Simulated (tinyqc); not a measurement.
## Trap density from one capacitance

Problem. Traps spread evenly through the insulator exchange electrons with the semiconductor by tunnelling, with tau(x) = t0 exp(2 ka x) at depth x from the interface. The admittance per area Y seen at depth x obeys dY/dx = -Y^2/(i w eps0 eox) + q Nb ln(1 + i w tau)/tau, with Y(0) = i w Cs and w = 2 pi f; the gate sees Y(tox) = G + i w C. Working variable y = Y/(i w), in uF/cm^2. Cox = eps0 eox/tox. Find Nb and G/w.

Values chosen for this exercise:
- eox = 3.93 (relative permittivity of the insulator)
- tox = 4.3 nm (insulator thickness)
- Cs = 4.6 uF/cm^2 (semiconductor capacitance in accumulation)
- ka = 3 1/nm (decay constant of the wave function in the insulator)
- t0 = 1e-11 s (time constant of a trap at the interface)
- f = 1e6 Hz (frequency)

Constants: q = 1.602176634e-19 C, eps0 = 8.8541878128e-14 F/cm where lengths are in cm. Results are converted to the units shown.

C = 0.83829853 uF/cm^2

Solution. C rises steadily with Nb, so one density matches; in practice ka and t0 must come from the frequency dependence.

Nb = 6.000e19 cm^-3 eV^-1
G/w = 0.04108 uF/cm^2

Computed by the program tinyqc: `OMP_NUM_THREADS=1 python tinyqc.py 2202030 2202031 out.jsonl`, one thread of a shared Intel Xeon 2.30GHz, about 0.5 s for the whole run.
